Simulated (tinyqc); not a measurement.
# p-n diode, drift-diffusion by the Gummel loop with Scharfetter-Gummel fluxes: current against voltage in the dark

Abrupt junction at x = 0, p side from -Lp, n side to Ln, ohmic contacts. psi is counted from the intrinsic level; n = ni exp((psi - phin)/Vt), p = ni exp((phip - psi)/Vt). Contacts: p side psi = V - Vt ln(Na/ni), p = Na, n = ni^2/Na; n side psi = Vt ln(Nd/ni), n = Nd, p = ni^2/Nd. Constant mobilities, D = mu Vt, Boltzmann statistics, SRH recombination through a mid-gap level, U = (n p - ni^2)/(tp (n + ni) + tn (p + ni)). Current is positive from the p contact to the n contact.

ni = sqrt(Nc Nv) exp(-Eg/(2 Vt)), Eg in volts. Poisson and both continuity equations are solved self-consistently with Scharfetter-Gummel fluxes on a graded mesh of 500 nodes. J_scr is q times the integral of U between -xp and xn. Ideal diffusion current J_id = q ni^2 [Dn coth(wp/Le)/(Le Na) + Dp coth(wn/Lh)/(Lh Nd)] (exp(V/Vt) - 1), Le = sqrt(Dn tn), Lh = sqrt(Dp tp), wp = Lp - xp, wn = Ln - xn, with xp and xn from the depletion approximation (W = sqrt(2 eps0 eps_r (Vbi - V)(1/Na + 1/Nd)/q), xp = W Nd/(Na + Nd), xn = W Na/(Na + Nd), Vbi = Vt ln(Na Nd/ni^2)). Ideality factor = 0.004 V/(Vt ln[J(V + 0.004 V)/J(V)]). Here G = 0.

Values chosen for this exercise; band and dielectric values close to those of silicon:
- T = 300 K (temperature)
- Eg = 1.11 eV (band gap)
- eps_r = 11.8 (relative permittivity)
- Nc = 2.85e19 cm^-3 (conduction-band density of states at T)
- Nv = 2.68e19 cm^-3 (valence-band density of states at T)
- Na = 3.1e15 cm^-3 (acceptor density of the p side)
- Nd = 2.5e16 cm^-3 (donor density of the n side)
- mun = 1000 cm^2/(V s) (electron mobility)
- mup = 350 cm^2/(V s) (hole mobility)
- tn = 2e-9 s (SRH lifetime of electrons)
- tp = 9e-9 s (SRH lifetime of holes)
- Lp = 3.6 um (length of the p side)
- Ln = 1.9 um (length of the n side)
- G = 0 cm^-3 s^-1 (uniform generation rate)

Constants: q = 1.602176634e-19 C, kB = 1.380649e-23 J/K, Vt = kB T/q, eps0 = 8.8541878128e-14 F/cm where lengths are in cm. Results are converted to the units shown.

Result of one run:

| V (V) | J (A/cm^2) | ideality factor | J_scr/J (%) | J_id (A/cm^2) | share recombining at the contacts (%) | larger minority/doping at -xp and xn |
|---|---|---|---|---|---|---|
| 0.41 | 0.0166 | 1.22 | 44.9 | 0.00921 | 25.5 | 1.99e-4 |

What becomes of these results when the bias of the p contact V is changed from 0.41 to 0.25 V, all else the same?

Result of the changed run:

| V (V) | J (A/cm^2) | ideality factor | J_scr/J (%) | J_id (A/cm^2) | share recombining at the contacts (%) | larger minority/doping at -xp and xn |
|---|---|---|---|---|---|---|
| 0.25 | 2.37e-4 | 1.70 | 92.0 | 1.90e-5 | 3.81 | 4.27e-7 |

The whole series:

| V (V) | J (A/cm^2) | ideality factor | J_scr/J (%) | J_id (A/cm^2) | share recombining at the contacts (%) | larger minority/doping at -xp and xn |
|---|---|---|---|---|---|---|
| 0.14 | 2.11e-5 | 1.76 | 98.7 | 2.71e-7 | 0.621 | 6.17e-9 |
| 0.19 | 6.27e-5 | 1.77 | 97.0 | 1.87e-6 | 1.43 | 4.24e-8 |
| 0.25 | 2.37e-4 | 1.70 | 92.0 | 1.90e-5 | 3.81 | 4.27e-7 |
| 0.3 | 7.72e-4 | 1.57 | 83.0 | 1.31e-4 | 8.01 | 2.93e-6 |
| 0.36 | 0.00373 | 1.37 | 64.4 | 0.00133 | 16.6 | 2.93e-5 |
| 0.41 | 0.0166 | 1.22 | 44.9 | 0.00921 | 25.5 | 1.99e-4 |
| 0.47 | 0.122 | 1.12 | 24.5 | 0.0935 | 34.6 | 0.00195 |
| 0.52 | 0.703 | 1.10 | 13.0 | 0.645 | 40.2 | 0.0125 |
| 0.58 | 5.26 | 1.26 | 5.03 | 6.54 | 48.8 | 0.0950 |

J rises from 2.11e-5 to 5.26 A/cm^2; the ideality factor moves up and down between 1.10 and 1.77. Recombination in the depleted layer carries over half of the current up to V = 0.36 V, where the factor is 1.37; it grows roughly as exp(V/2 Vt), so diffusion overtakes it. Where the factor is lowest (V = 0.52 V), J is 9.0 % above the ideal diffusion current.

Numbers from tinyqc (`OMP_NUM_THREADS=1 python tinyqc.py 2240042 2240043 out.jsonl`; about 0.1 s on one thread of a shared Intel Xeon 2.30GHz).
